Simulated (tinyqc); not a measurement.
What each parameter does: round or elliptic silicon nanowire with anisotropic valleys (Ritz method).

Wire along x = [100] on a (001) wafer, y = [010], z = [001]. Valley groups, two valleys each (w = inverse masses): A, axis along z: w_y = 1/mt, w_z = 1/ml, m_x = mt; B, axis along y: w_y = 1/ml, w_z = 1/mt, m_x = mt; C, axis along x: w_y = w_z = 1/mt, m_x = ml.

Hard wall on the ellipse (y/a)^2 + (z/b)^2 = 1, c = hbar^2/2m0. With u = y/a, v = z/b the operator is -c [(w_y/a^2) d2/du2 + (w_z/b^2) d2/dv2] on the unit disc. Basis (1 - u^2 - v^2) u^i v^j; S, X and Y are the disc integrals of f f', (df/du)(df'/du) and (df/dv)(df'/dv), from the integral of u^p v^q = 2 Gamma((p+1)/2) Gamma((q+1)/2)/((p + q + 2) Gamma((p+q+2)/2)) for even p, q; H = c (w_y X/a^2 + w_z Y/b^2).

Converged values use 21 functions of each parity class (e or o in u, then in v).

Constants: hbar^2/2m0 = 3.80998211 eV angstrom^2.

Parameters, chosen for this exercise (near those of a Si nanowire; not measured data): ml = 0.907 m0 (longitudinal mass); mt = 0.191 m0 (transverse mass); a = 34 angstrom (semi-axis along y); b = 34 angstrom (semi-axis along z).

Lowest level of groups A and B.

One parameter was then changed.

Results before and after:
```
case     A (eV)  B (eV)  B - A (meV)
base     0.0594  0.0594          0.0
changed  0.0519  0.0576          5.6
```

Which of these changes was made? (a) mt = 0.21 m0; (b) a = 37 angstrom; (c) ml = 1.016 m0; (d) b = 37 angstrom.

Answer: (b) a = 37 angstrom. Of the candidates, run in turn, only this one gives the changed row.

All candidates:
```
case             A (eV)  B (eV)  B - A (meV)
base             0.0594  0.0594          0.0
a = 37 angstrom  0.0519  0.0576          5.6
b = 37 angstrom  0.0576  0.0519         -5.6
ml = 1.016 m0    0.0581  0.0581          0.0
mt = 0.21 m0     0.0551  0.0551          0.0
```

tinyqc: `OMP_NUM_THREADS=1 python tinyqc.py 1281410 1281411 out.jsonl`; about 0.04 s, one thread, shared Intel(R) Xeon(R) Processor @ 2.30GHz.
